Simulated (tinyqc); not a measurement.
Longitudinal sound in a periodic multilayer: transfer matrices, stop bands and folded phonons: one step, computed by the program tinyqc.

Layers 1 and 2 repeat with period d = d_1 + d_2; waves travel normal to the layers, without loss. State vector (u, s): displacement u and stress divided by omega. Impedances Z = rho v are in 1e6 kg/(m^2 s).

Task: Transfer matrix of one period. A layer maps (u, s) by [[cos p, sin p/Z], [-Z sin p, cos p]], p = 2 pi f d_i/v_i; one period is M = M_2 M_1, and cos(q d) = trace(M)/2.

Inputs (values chosen for the exercise, modelled on aluminium (layer 1), tungsten (layer 2) and gallium arsenide (substrate)):
```
quantity       value  unit
velocity v_1    6330   m/s
thickness d_1   7.47    nm
velocity v_2    5160   m/s
thickness d_2   6.07    nm
frequency f      325   GHz
```

Z_2 = 98.04

Z_1 = 17.2809

Give: phase p_1; phase p_2; M; trace(M)/2.

Result:

phase p_1 = 2.410 rad

phase p_2 = 2.402 rad

M:
```
        1         2
1  0.4703  -0.03368
2   57.68    -2.005
```

trace(M)/2 = -0.7673

|trace/2| < 1: f lies in a pass band, with q d = 2.4454 rad (folded into 0 to pi).
